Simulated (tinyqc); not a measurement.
Gain against bias and Miller's formula: avalanche multiplication and breakdown of a junction from ionisation integrals. Computed by tinyqc, a small Python program. Command: `OMP_NUM_THREADS=1 python tinyqc.py 3010014 3010015 out.jsonl impact walk`. One thread of a shared host (Intel(R) Xeon(R) Processor @ 2.30GHz), about 0.01 s of CPU time with the checks.

Ionisation coefficients follow the local field. Position x runs through the depletion layer from the p side (x = 0), where electrons enter, to the n side (x = w), where holes enter. The built-in voltage is neglected.

Inputs (values chosen for the exercise, modelled on diamond):
```
quantity,value,unit
electron prefactor a_n,1.75e+08,1/cm
electron field b_n,7.42e+07,V/cm
hole prefactor a_p,5.38e+06,1/cm
hole field b_p,1.38e+07,V/cm
exponent c,1,-
permittivity eps,5.7,-
doping N of the lightly doped side,5.4e+16,1/cm^3
layer width W,2.4,micrometre
```

Junction: punch-through p+ n- n+.

Constants: e = 1.602176634e-19 C; eps_0 = 8.8541878128e-12 F/m.

Method:
- alpha_n = a_n exp(-(b_n/F)^c), alpha_p = a_p exp(-(b_p/F)^c).
- Field F = F_m - e N x/(eps eps_0) over the layer, w = W, V = F_m W - e N W^2/(2 eps eps_0); valid while F > 0 at x = W.
- With Phi(x) = int_0^x (alpha_n - alpha_p) dx': 1 - 1/M_n = I_n = int_0^w alpha_n exp(-Phi) dx and M_p = M_n exp(-Phi(w)); trapezoid rule on 401 even points; breakdown at I_n = 1.
- Solve I_n(F_m) = 1.
- Miller's exponent n is defined by 1 - 1/M = (V/V_B)^n for the larger M.

breakdown voltage = 619.623 V

critical field F_m = 4.63889 MV/cm

Gain:
```
V/V_B,V (V),F_m (MV/cm),M_n,M_p,Miller exponent n
0.80,495.70,4.1225,1.0009,8.2832e+03,5.4106e-04
0.90,557.66,4.3807,1.0228,1.9886e+05,4.7728e-05
0.95,588.64,4.5098,1.1595,1.3873e+06,1.4053e-05
0.98,607.23,4.5873,1.7960,6.9223e+06,7.1506e-06
0.99,613.43,4.6131,2.9716,1.7145e+07,5.8034e-06
```

What does the comparison show, and why?

The larger gain starts at 8280 and reaches 1.71e7 at 0.99. Miller's exponent runs from 5.8e-6 to 5.4e-4, so it is not a constant: a fit holds over a narrow range only. From the first row to the last the voltage grows by a factor 1.24 and the peak field by 1.12.

Extremes, crossings and ranges named in words are read from the listed rows.
